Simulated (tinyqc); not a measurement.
G0W0 on RHF in the 3-21g basis, for H2, spin multiplicity 1, step by step. One step of it, computed by the program tinyqc.

Task: Screening: direct RPA. With D = e_a - e_i and K = (ia|jb): diagonalise D^(1/2) (D + 4K) D^(1/2) = Z w^2 Z^T; X + Y = D^(1/2) Z w^(-1/2), each column of Z with its largest component positive (the first on a tie); E_c = (sum w - tr (D + 2K)) / 2.

orbital energies (hartree): MO1 -0.531223, MO2 0.198087, MO3 1.047826, MO4 1.320862

Two-electron integrals over orbitals (pq|rs), unique and non-zero (hartree):
```
(11|11) 0.583629    (21|21) 0.111501    (22|11) 0.458175    (22|22) 0.420785
(31|11) 0.135976    (31|22) 0.069897    (31|31) 0.097734    (32|21) 0.009845
(32|32) 0.037875    (33|11) 0.531613    (33|22) 0.425606    (33|31) 0.126511
(33|33) 0.508895    (41|21) -0.079892   (41|32) -0.049538   (41|41) 0.109396
(42|11) -0.136633   (42|22) -0.072456   (42|31) -0.082254   (42|33) -0.123692
(42|42) 0.082569    (43|21) -0.124494   (43|32) -0.039147   (43|41) 0.127506
(43|43) 0.182342    (44|11) 0.591172    (44|22) 0.470189    (44|31) 0.176012
(44|33) 0.565810    (44|42) -0.165515   (44|44) 0.661211
```

Give: D^(1/2) (D + 4K) D^(1/2); excitation energies w; X + Y; RPA correlation energy.

Result:

D^(1/2) (D + 4K) D^(1/2) (hartree^2):
```
         1>2     1>3      1>4
1>2   0.8572  0.0000  -0.3714
1>3   0.0000  3.1107   0.0000
1>4  -0.3714  0.0000   4.2407
```

excitation energies w (hartree): 0.9038  1.7637  2.0690

X + Y:
```
          1       2        3
1>2  0.8931  0.0000  -0.0640
1>3  0.0000  0.9462   0.0000
1>4  0.1544  0.0000   0.9406
```

RPA correlation energy = -0.030564 hartree
